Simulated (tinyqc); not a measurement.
From results back to parameters: heavy doping: gap narrowing, degeneracy and the minority density. Four cases, with inputs chosen for the exercise.

Problem. The minority density was computed from a hidden true narrowing dEg.

F_j(eta) = (1/Gamma(j + 1)) integral_0^infinity x^j dx/(1 + exp(x - eta)), which tends to exp(eta) for eta << 0.

Majority: N = Nv F_1/2(eta), eta the distance of EF beyond the majority band edge in kT. Degeneracy factor gam = F_1/2(eta)/exp(eta). ni0^2 = Nc Nv exp(-Eg/kT); product n p = ni0^2 gam exp(dEg/kT), dEg the true narrowing; apparent narrowing dEa = dEg + kT ln gam; minority density = n p/N.

Constants: kB = 8.617333262e-05 eV/K.

Find: dEa; gam; dEg.

Method. dEa = kT ln(minority x N/ni0^2); gam follows from N alone, and dEg = dEa - kT ln gam.

Case 1.

Values chosen (gap and densities of states near those of Si at this temperature; narrowing constants near the fits for Si; shifted at random, so the results belong to these values and not to a real crystal):
- N = 5.4e+18 1/cm^3 (ionised acceptors, equal to the majority density)
- Eg = 1.12 eV (gap)
- Nc = 2.79e+19 1/cm^3 (conduction-band density of states)
- Nv = 1.1e+19 1/cm^3 (valence-band density of states)
- T = 300 K

minority density = 46.1998 1/cm^3

Solution.

dEa = 43.17 meV
gam = 0.8417
dEg = 47.63 meV

Case 2.

Values chosen (gap and densities of states near those of Si at this temperature; narrowing constants near the fits for Si; shifted at random, so the results belong to these values and not to a real crystal):
- N = 5.4e+18 1/cm^3 (ionised acceptors, equal to the majority density)
- Eg = 1.138 eV (gap)
- Nc = 2.78e+19 1/cm^3 (conduction-band density of states)
- Nv = 1.12e+19 1/cm^3 (valence-band density of states)
- T = 300 K

minority density = 21.3316 1/cm^3

Solution.

dEa = 40.82 meV
gam = 0.8442
dEg = 45.20 meV

Case 3.

Values chosen (gap and densities of states near those of Si at this temperature; narrowing constants near the fits for Si; shifted at random, so the results belong to these values and not to a real crystal):
- N = 3e+18 1/cm^3 (ionised acceptors, equal to the majority density)
- Eg = 1.097 eV (gap)
- Nc = 4.27e+19 1/cm^3 (conduction-band density of states)
- Nv = 1.76e+19 1/cm^3 (valence-band density of states)
- T = 400 K

minority density = 1.82426e+07 1/cm^3

Solution.

dEa = 54.28 meV
gam = 0.9416
dEg = 56.35 meV

Case 4.

Values chosen (gap and densities of states near those of Si at this temperature; narrowing constants near the fits for Si; shifted at random, so the results belong to these values and not to a real crystal):
- N = 1.4e+18 1/cm^3 (ionised acceptors, equal to the majority density)
- Eg = 1.085 eV (gap)
- Nc = 5.25e+19 1/cm^3 (conduction-band density of states)
- Nv = 1.99e+19 1/cm^3 (valence-band density of states)
- T = 450 K

minority density = 1.21701e+09 1/cm^3

Solution.

dEa = 32.49 meV
gam = 0.9755
dEg = 33.45 meV

Computed by tinyqc, one run a case: `OMP_NUM_THREADS=1 python tinyqc.py N N+1 out.jsonl` with N = 1652727, 1652730, 1652743, 1652763; one thread of a shared Intel(R) Xeon(R) Processor @ 2.30GHz, about 0.01 s a run at most.
